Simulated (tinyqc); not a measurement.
# Long-channel MOSFET, surface-potential model: effect of the acceptor density of the body

n-channel transistor on a uniformly doped p-type body, gradual-channel approximation, constant mobility, Boltzmann statistics, full ionisation. Potentials are counted from the neutral body; V is the electron quasi-Fermi potential, Vsb at the source and Vsb + Vds at the drain. Charges are magnitudes per area.

ni = sqrt(Nc Nv) exp(-Eg/(2 Vt)), Eg in volts; phiF = Vt ln(Na/ni); Cox = eps0 eox/tox; gamma = sqrt(2 q eps0 eps_r Na)/Cox. The surface potential psi at channel potential V solves Vgs + Vsb - Vfb - psi = gamma sqrt(G), G = psi - Vt + Vt exp((psi - 2 phiF - V)/Vt). Charge sheet: Qi = Cox gamma [sqrt(G) - sqrt(psi - Vt)]; I = mu (W/L) [integral of Qi dpsi from psi_0 to psi_L (drift) + Vt (Qi0 - QiL) (diffusion)], with psi_0 at V = Vsb and psi_L at V = Vsb + Vds. VT = Vfb + 2 phiF + gamma sqrt(2 phiF + Vsb), m = 1 + gamma/(2 sqrt(2 phiF + Vsb)). The swing is 20 mV/log10[I(VT - 0.14 V)/I(VT - 0.16 V)] of the charge-sheet current at the given Vds.

Inputs (values chosen for the exercise); material values close to those of silicon: temperature T = 300 K; band gap Eg = 1.14 eV; relative permittivity of the semiconductor eps_r = 11.7; conduction-band density of states at T Nc = 2.85e19 cm^-3; valence-band density of states at T Nv = 2.62e19 cm^-3; relative permittivity of the gate insulator eox = 4.06; insulator thickness tox = 7 nm; flat-band voltage Vfb = -0.6 V; channel mobility mu = 150 cm^2/(V s); gate width W = 10 um; gate length L = 5 um; source-body reverse bias Vsb = 0 V; gate-source voltage Vgs = 1.96 V; drain-source voltage Vds = 0.05 V.

Constants: q = 1.602176634e-19 C, kB = 1.380649e-23 J/K, Vt = kB T/q, eps0 = 8.8541878128e-14 F/cm where lengths are in cm. Results are converted to the units shown.

Results:
```
Na (cm^-3)  gamma (V^0.5)  VT (V)      m  swing (mV/decade)  I at Vgs, Vds (uA)
6.8e16             0.2926  0.4965  1.161              71.50               9.382
1.3e17             0.4045  0.6394  1.218              75.16               8.398
2.3e17             0.5381  0.8014  1.285              79.44               7.258
8e17                1.003   1.339  1.513              94.11               3.449
1.5e18              1.374   1.757  1.691              105.8              0.7777
2.7e18              1.843   2.282  1.913              120.7            2.452e-4
```

Estimate the missing row, Na = 4.3e17 cm^-3.

Computed row:
```
Na (cm^-3)  gamma (V^0.5)  VT (V)      m  swing (mV/decade)  I at Vgs, Vds (uA)
4.3e17             0.7357   1.033  1.382              85.70               5.610
```

With this row back in the table: As Na goes from 6.8e16 to 2.7e18 cm^-3, VT rises from 0.497 to 2.28 V, the swing rises from 71.5 to 121 mV a decade and the current falls from 9.38 to 2.45e-4 uA. The swing is 3.5 % above m Vt ln 10 in the first row and 6.0 % above it in the last. The gate voltage is below VT in 1 of the 7 rows. For Na = 6.8e16 to 1.5e18 cm^-3 the surface electron density at the source passes 0.3 Nc, where degeneracy and quantisation, left out here, matter.

tinyqc, about 0.07 s, one thread, Intel Xeon 2.30GHz (shared host): `OMP_NUM_THREADS=1 python tinyqc.py 2360128 2360129 out.jsonl`
